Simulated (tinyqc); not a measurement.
## Conductivities from two wire lengths

Question. A wire with uniform heating p0 per length and ends at the substrate temperature has theta(L/2) = (p0/g)[1 - 1/cosh(L/(2 LH))], LH = sqrt(kap A/g). Find LH, g and kap.

Parameters, values chosen for the exercise: cross-section A = 400 nm^2; heating per length p0 = 0.035 uW/nm.

theta at the middle for L = 440 and 880 nm (K): 47.868048  99.340929

Solution. With c = cosh(L1/(2 LH)) the longer wire has 2 c^2 - 1. The ratio of the two rises falls steadily from 4 to 1 as c grows, so it fixes c; g and kap follow.

LH = 218 nm
g = 0.260 W/(m K)
kap = 31.0 W/(m K)

tinyqc, about 0.01 s, one thread, Intel Xeon 2.30GHz (shared host): `OMP_NUM_THREADS=1 python tinyqc.py 2520104 2520105 out.jsonl`
